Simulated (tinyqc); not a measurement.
Area and perimeter leakage from two diodes.

Question. A square diode and a finger diode leak I = JA area + JP perimeter. Find JA, JP and the side of the square at which both parts are equal.

areas (um^2): [90000, 248000]
perimeters (um): [1200, 50840]
leakage currents (pA): [90.888000, 285.62160]

Answer. Two linear equations give JA and JP; for a square of side a, JA a^2 = 4 JP a at a = 4 JP/JA.

JA = 1.000e-7 A/cm^2
JP = 7.400e-12 A/cm
side for equal parts = 2.960 um

Numbers from tinyqc (`OMP_NUM_THREADS=1 python tinyqc.py 2290078 2290079 out.jsonl`; about 0.01 s on one thread of a shared Intel Xeon 2.30GHz).
